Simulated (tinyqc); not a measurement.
# Tunnelling through a two-layer gate stack, WKB transmission and Tsu-Esaki current: effects of single changes

Electrons leave the emitter at x = 0. Energies E (motion across the layers) are in eV from the emitter Fermi level; the collector Fermi level lies at -V and offers states at every E. No charge in the dielectric and no image force: F1 = V/(t1 + t2 eps1/eps2), F2 = F1 eps1/eps2; U = phi1 - F1 x in layer 1 and phi2 - F1 t1 - F2 (x - t1) in layer 2. With C = hbar^2/(2 m0), kappa = sqrt(m (U - E)/C) where U > E and 0 elsewhere; T(E) = exp(-S), S = 2 times the integral of kappa over x.

Inputs (values chosen for the exercise); layer 1 close to silicon dioxide, layer 2 close to zirconium oxide:

| symbol | value | unit | meaning |
|---|---|---|---|
| T | 77 | K | temperature |
| Ef | 0.27 | eV | Fermi energy of the emitter above its band bottom |
| me | 1 | m0 | emitter mass in the supply function |
| phi1 | 3.16 | eV | barrier of layer 1 above the emitter Fermi level at zero bias |
| m1 | 0.52 | m0 | tunnelling mass of layer 1 |
| t1 | 0.8 | nm | thickness of layer 1 |
| eps1 | 3.98 |  | relative permittivity of layer 1 |
| phi2 | 1.45 | eV | barrier of layer 2 at zero bias |
| m2 | 0.25 | m0 | tunnelling mass of layer 2 |
| t2 | 2.5 | nm | thickness of layer 2 |
| eps2 | 24.3 |  | relative permittivity of layer 2 |
| V | 1.1 | V | voltage across the dielectric |

Constants: q = 1.602176634e-19 C, kB = 1.380649e-23 J/K, hbar = 1.054571817e-34 J s, m0 = 9.1093837015e-31 kg, Vt = kB T/q, hbar^2/(2 m0) = 0.0380998212 eV nm^2. Results are converted to the units shown.

Each table varies one quantity; the others keep the values above.

## Effect of the barrier height

Each layer adds (2/F) sqrt(m/C) [G(u at its left edge) - G(u at its right edge)] to S, with u = U - E (0 where negative) and G(u) = (2/3) u^1.5. J = J0 times the integral of T(E) N(E) dE, N = ln[(1 + exp(-E/Vt))/(1 + exp((-E - V)/Vt))], J0 = q^2 me m0 kB T/(2 pi^2 hbar^3) (times 1e-4 for A/cm^2 per eV), from E = -Ef to far above the barrier (T = 1 there), by quadrature converged to the digits shown.

Results:
```
phi1 (eV),S at E = 0,T(E = 0),J (A/cm^2),mean E of the current (eV)
1.6,15.88,1.271e-7,13.93,-0.1313
2.17,17.26,3.189e-8,3.705,-0.1333
2.46,17.88,1.721e-8,2.040,-0.1340
2.74,18.43,9.875e-9,1.190,-0.1346
3.03,18.97,5.746e-9,0.7019,-0.1351
3.31,19.47,3.502e-9,0.4328,-0.1355
3.6,19.96,2.149e-9,0.2683,-0.1359
```

Estimate the missing row, phi1 = 1.89 eV.

Computed row:
```
phi1 (eV),S at E = 0,T(E = 0),J (A/cm^2),mean E of the current (eV)
1.89,16.62,6.082e-8,6.894,-0.1325
```

With this row back in the table: J falls from 13.9 to 0.268 A/cm^2, on average 0.858 decades for each eV, while S rises from 15.9 to 20.0.

## Effect of the thickness t1 at fixed voltage

Same model as above.

Result of one run:
```
t1 (nm),S at E = 0,T(E = 0),J (A/cm^2),mean E of the current (eV)
0.5,16.07,1.049e-7,14.79,-0.1400
```

What becomes of these results when the thickness of layer 1 t1 is changed from 0.5 to 1.5 nm, all else the same?

Result of the changed run:
```
t1 (nm),S at E = 0,T(E = 0),J (A/cm^2),mean E of the current (eV)
1.5,27.02,1.835e-12,1.731e-4,-0.1258
```

The whole series:
```
t1 (nm),S at E = 0,T(E = 0),J (A/cm^2),mean E of the current (eV)
0.5,16.07,1.049e-7,14.79,-0.1400
0.64,17.51,2.494e-8,3.288,-0.1377
0.79,19.10,5.070e-9,0.6254,-0.1354
0.93,20.62,1.106e-9,0.1288,-0.1334
1.07,22.17,2.354e-10,0.02594,-0.1315
1.21,23.74,4.916e-11,0.005139,-0.1296
1.36,25.43,9.030e-12,8.944e-4,-0.1276
1.5,27.02,1.835e-12,1.731e-4,-0.1258
```

J falls from 14.8 to 1.73e-4 A/cm^2: 4.67 decades a nanometre between the first two rows and 5.09 between the last two. The exponent S alone gives dS/dt/ln 10 = 4.46 and 4.94. In 2 of the 8 rows the field exceeds 10 MV/cm (up to 12.1), more than most dielectrics sustain; the model ignores breakdown. In 3 of the 8 rows a layer is thinner than 0.8 nm, a few atomic planes, where an effective mass is a rough description.

Numbers from tinyqc (`OMP_NUM_THREADS=1 python tinyqc.py 2540103 2540104 out.jsonl`; about 0.03 s on one thread of a shared Intel Xeon 2.30GHz).
